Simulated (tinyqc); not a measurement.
Five-frequency model of solute diffusion by vacancies in an fcc metal. From one set of inputs to another, one input at a time. Computed by tinyqc, a small Python program. Command: `OMP_NUM_THREADS=1 python tinyqc.py 3019711 3019712 out.jsonl fivefreq ladder`. One thread of a shared host (Intel(R) Xeon(R) Processor @ 2.30GHz), about 0.01 s of CPU time with the checks.

A vacancy next to the solute exchanges with it (w2), jumps to one of 4 sites that also neighbour the solute (w1) or to one of 7 that do not (w3); w4 is the reverse of w3 and w0 the host jump.

The inputs printed are set A. Inputs not listed in the table keep their values of set A, so the rows need not describe a real material.

Inputs (values chosen for the exercise, for a model solute in a host close to silver):

| quantity | value | unit |
|---|---|---|
| barrier E0 (host jump) | 0.651 | eV |
| barrier E1 (vacancy circles the solute) | 0.75 | eV |
| barrier E2 (exchange) | 0.629 | eV |
| barrier E3 (dissociation) | 0.795 | eV |
| binding energy E_b (positive for attraction) | 0.21 | eV |
| vacancy formation energy E_f | 1.09 | eV |
| formation entropy S_f | 1.3 | k_B |
| attempt frequency nu | 3.1 | THz |
| lattice constant a | 4.09 | angstrom |
| temperature T | 679 | K |

Constants: k_B = 8.617333262e-05 eV/K.

Method:
- w_i = nu exp(-E_i/(k_B T)); detailed balance gives E4 = E3 - E_b.
- Manning: with y = w4/w0, 7F = 7 - (10 y^4 + 180.5 y^3 + 927 y^2 + 1341 y)/(2 y^4 + 40.2 y^3 + 254 y^2 + 597 y + 436); f2 = (2 w1 + 7F w3)/(2 w2 + 2 w1 + 7F w3).
- The mean cosine between successive solute jumps follows from f2 = (1 + c)/(1 - c).
- c_v = exp(S_f - E_f/(k_B T)); host D0 = a^2 c_v w0 x 0.7815; solute D2 = a^2 c_v exp(E_b/(k_B T)) w2 f2; 1 angstrom^2 = 1e-16 cm^2.

Each row keeps all changes above it:

| input moved | from | to | correlation factor f2 | solute diffusivity D2 (cm^2/s) | ratio D2/D0 |
|---|---|---|---|---|---|
| set A | - | - | 0.19275 | 2.3124e-14 | 13.004 |
| barrier E2 (exchange) (eV) | 0.629 | 0.989 | 0.99117 | 2.5302e-16 | 0.142 |
| temperature T (K) | 679 | 1170 | 0.96255 | 1.6296e-10 | 0.346 |
| binding energy E_b (positive for attraction) (eV) | 0.21 | 0.069 | 0.96863 | 4.0501e-11 | 0.086 |
| vacancy formation energy E_f (eV) | 1.09 | 1.8 | 0.96863 | 3.5411e-14 | 0.086 |
| barrier E1 (vacancy circles the solute) (eV) | 0.75 | 1.16 | 0.95318 | 3.4846e-14 | 0.085 |
| barrier E0 (host jump) (eV) | 0.651 | 1.07 | 0.88990 | 3.2533e-14 | 5.041 |
| barrier E3 (dissociation) (eV) | 0.795 | 1.09 | 0.50611 | 1.8502e-14 | 2.867 |

Where does the difference come from?

Correlation factor f2 goes from 0.193 to 0.506, a factor 2.63 in all. The largest single move comes from barrier E2 (exchange) (a factor 5.14), and barrier E3 (dissociation) works against it (a factor 0.569). Solute diffusivity D2 goes from 2.31e-14 to 1.85e-14, a factor 0.800 in all. The largest single move comes from temperature T (a factor 644000), but it runs against the net change; the largest move in the direction of the net change is vacancy formation energy E_f (a factor 8.74e-4). Ratio D2/D0 goes from 13.0 to 2.87, a factor 0.220 in all. The largest single move comes from barrier E2 (exchange) (a factor 0.0109), and barrier E0 (host jump) works against it (a factor 59.6). The single moves hold for this order of the switches; the total does not depend on the order.

Extremes, crossings and ranges named in words are read from the listed rows.
